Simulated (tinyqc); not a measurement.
Worked calculation: regular and subregular solution with a miscibility gap. Computed by tinyqc, a small Python program that keeps every step. Command: `OMP_NUM_THREADS=1 python tinyqc.py 3029902 3029903 out.jsonl regsol walk`. One thread of a shared host (Intel(R) Xeon(R) Processor @ 2.30GHz), about 0.02 s of CPU time with the checks. Intermediate numbers are printed to about 5 digits and carried at full precision; extremes and crossings named in words are read from the listed rows.

Per mole of mixing sites: G(x) = x (1 - x) [L0 + L1 (1 - 2x)] + R T [x ln x + (1 - x) ln(1 - x)], x the fraction of B.

Inputs (values chosen for the exercise, modelled on Ga(1-x)In(x)N):
```
quantity,value,unit
lattice constant a_A,4.5,angstrom
lattice constant a_B,4.98,angstrom
constant K,49100,kJ angstrom^2.5/mol
asymmetry L1,0,kJ/mol
temperature T,2381,K
overall fraction x0,0.7,-
coherency modulus Y,64.5,GPa
molar volume V_m,16,cm^3/mol
start value s0,0.05,-
```

Source of L0: delta-lattice-parameter rule.

Constants: R = 8.314462618 J/(mol K).

## Interaction parameter

A bonding enthalpy -K a^(-2.5) with a linear in x gives L0 = 4.375 K (a_A - a_B)^2/abar^4.5, abar the mean lattice constant; eta = (a_B - a_A)/abar.

L0 = 45.034 kJ/mol

eta = 0.10127

## G, chemical potentials and activities

G' = L0 (1 - 2x) + L1 (1 - 6x + 6x^2) + R T ln[x/(1 - x)]; G'' = -2 L0 - 6 L1 (1 - 2x) + R T/[x (1 - x)]. mu_A = G - x G', mu_B = G + (1 - x) G', activity = exp(mu/(R T)).

G, G'' and activities at x = 0.02, 0.1, 0.2, 0.35, 0.5, 0.65, 0.8, 0.9, 0.98:
```
x,G (kJ/mol),G'' (kJ/mol),activity of A,activity of B
0.02,-1.0582,919.97,0.98089,0.17777
0.10,-2.3825,129.90,0.92071,0.63129
0.20,-2.7009,33.66,0.87621,0.85765
0.35,-2.5721,-3.05,0.85889,0.91511
0.50,-2.4636,-10.88,0.88299,0.88299
0.65,-2.5721,-3.05,0.91511,0.85889
0.80,-2.7009,33.66,0.85765,0.87621
0.90,-2.3825,129.90,0.63129,0.92071
0.98,-1.0582,919.97,0.17777,0.98089
```

G'' is negative at 3 of the nine compositions (0.35, 0.5, 0.65), where the solution is unstable.

## Critical point

The spinodal is G'' = 0, R T_s(x) = x (1 - x) [2 L0 + 6 L1 (1 - 2x)]; the critical point is its maximum.

critical composition x_c = 0.5

critical temperature T_c = 2708.2 K

With L1 = 0 this is x_c = 1/2 and T_c = L0/(2 R). Caution: a real alloy may melt or decompose below this critical temperature.

## Spinodal at T

Solve G'' = 0 on each side of x_c.

spinodal x_s1 = 0.32621

spinodal x_s2 = 0.67379

## First Newton step for the common tangent

Common tangent: F1 = G'(x1) - G'(x2) = 0 and F2 = [G - x G'](x1) - [G - x G'](x2) = 0. Newton step: J = [[G''(x1), -G''(x2)], [-x1 G''(x1), x2 G''(x2)]], J dx = -F; a step that would leave 0 < x < 1 is halved until it stays inside. The start is x1 = s0, x2 = 1 - s0.

F (kJ/mol): F1 -35.520, F2 17.760

J (kJ/mol):
```
,1,2
1,326.71,-326.71
2,-16.34,310.37
```

new (x1, x2): [0.10436, 0.89564]

## Binodal by Newton steps

Stop when the step is below 1e-12, or when x1 and x2 meet within 1e-5; residuals under 1e-7 are shown as 0.

Iteration:
```
step,x1,x2,F1 (kJ/mol),F2 (kJ/mol)
1,0.05000,0.95000,-3.5520e+01,1.7760e+01
2,0.10436,0.89564,-1.3845e+01,6.9224e+00
3,0.16123,0.83877,-4.2696e+00,2.1348e+00
4,0.19913,0.80087,-9.0646e-01,4.5323e-01
5,0.21243,0.78757,-7.9092e-02,3.9546e-02
6,0.21383,0.78617,-7.9276e-04,3.9638e-04
7,0.21385,0.78615,0,0
8,0.21385,0.78615,0,0
```

solubility limit x1 = 0.21385

solubility limit x2 = 0.78615

Converged: the gap runs from 0.2138 to 0.7862, outside the spinodal as it must.

## Lever rule at x0

Inside the gap the B-rich phase has the fraction f = (x0 - x1)/(x2 - x1), and the gain is (1 - f) G(x1) + f G(x2) - G(x0); outside it one phase remains.

fraction f of the B-rich phase = 0.84946

free energy of decomposition = -67.749 J/mol

x0 lies between binodal and spinodal: the alloy is metastable and needs nucleation.

## Coherent spinodal

If the lattice stays coherent, G'' gains 2 eta^2 Y V_m (eta = d ln a/dx, Y the biaxial modulus, E/(1 - nu) if isotropic), which is L0 replaced by L0 - eta^2 Y V_m (1 GPa cm^3/mol = 1 kJ/mol); the program reports 0 if the result is not positive.

eta^2 Y V_m = 10.583 kJ/mol

top of the coherent spinodal = 2071.7 K

Coherency strain lowers the top by 636 K, below T: a coherent alloy is stable against small waves at this T.

## The phase diagram

For this table each start is x_s1/6 and 1 - (1 - x_s2)/6. The dilute estimate of x1 is exp(-(L0 + L1)/(R T)).

Binodal and spinodal:
```
T (K),binodal x1,spinodal x_s1,spinodal x_s2,binodal x2,dilute estimate of x1
1083,0.0071788,0.11267,0.88733,0.99282,0.0067297
1354,0.021242,0.14644,0.85356,0.97876,0.018311
1625,0.046346,0.18379,0.81621,0.95365,0.035681
1896,0.085733,0.22619,0.77381,0.91427,0.057457
2167,0.14492,0.27649,0.72351,0.85508,0.082129
2437,0.23713,0.34178,0.65822,0.76287,0.10833
2600,0.32971,0.40007,0.59993,0.67029,0.12453
```

The dilute estimate is 0.94 of x1 at the lowest T and 0.38 at the highest: it drops the pull of the other solutes and the impurity of the second phase. Near the top the binodal is 1.70 times as wide as the spinodal; the mean-field limit at T_c is sqrt(3) = 1.73.

Checks made by the program: binodal against the lower hull of G on 40001 points (relative difference 4e-06).
